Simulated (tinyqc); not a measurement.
When the band splits: coherent potential approximation for a binary alloy with a semi-elliptic band.

Site levels eA = -x d (share 1 - x) and eB = (1 - x) d (share x), so that their mean, the virtual crystal, is 0. Pure band: G0(z) = 2 (z - sqrt(z - W) sqrt(z + W))/W^2 with principal roots, density -Im G/pi per site. The medium has a self-energy S(z), G = G0(z - S), z = E + i eta. t_i = (e_i - S)/(1 - (e_i - S) G); the CPA demands <t> = (1 - x) tA + x tB = 0. Iteration: start at S = 0, set S(new) = S + <t>/(1 + <t> G), stop when |<t>| < 1e-9 eV.

Inputs chosen for the exercise: W = 1.4 eV (half width of the pure band); x = 0.4 (fraction of B); eta = 0.028 eV (broadening).

x as given, d varied, eta as given. The density is taken at E = (eA + eB)/2 and at E = eA + eB = (1 - 2x) d, where S has its pole for well split bands; a gap shows as a density of the size of the broadening tail.

Between the two levels:

| d/W | d (eV) | density at the midpoint (1/eV) | density at (1 - 2x) d (1/eV) | Im S at the midpoint (eV) |
|---|---|---|---|---|
| 0.2 | 0.28 | 0.4372 | 0.4369 | -0.027 |
| 0.4 | 0.56 | 0.4110 | 0.4094 | -0.112 |
| 0.6 | 0.84 | 0.3655 | 0.3594 | -0.271 |
| 0.8 | 1.12 | 0.3014 | 0.2772 | -0.510 |
| 1.0 | 1.40 | 0.2281 | 0.1372 | -0.721 |
| 1.2 | 1.68 | 0.1430 | 0.0436 | -0.694 |
| 1.5 | 2.10 | 0.0191 | 0.0156 | -0.402 |
| 2.0 | 2.80 | 0.0064 | 0.0064 | -0.504 |

How do the results move, and what explains it?

The midpoint density falls from 0.437 to 0.0064 1/eV; it first drops below a tenth of the pure peak (0.045) at d/W = 1.5. At (1 - 2x) d the density drops below that mark at d/W = 1.2, so the bands have parted by then (this mark lags the true splitting), and is least, 0.0064, at d/W = 2. For x = 1/2 the two coincide and the band splits at d = W exactly; here x = 0.4. The size of Im Sigma at the midpoint is largest at d/W = 1. It is a lifetime only where the density there is finite; for well separated bands, d/W above 1/(2 sqrt(x (1 - x))), S has a pole in the gap at (1 - 2x) d.

Computed by tinyqc, a small Python program: `OMP_NUM_THREADS=1 python tinyqc.py 1480980 1480981 out.jsonl` (the numbers bound the seed that draws the inputs); one thread of a shared host (Intel(R) Xeon(R) Processor @ 2.30GHz), about 0.01 s for the whole set of steps.
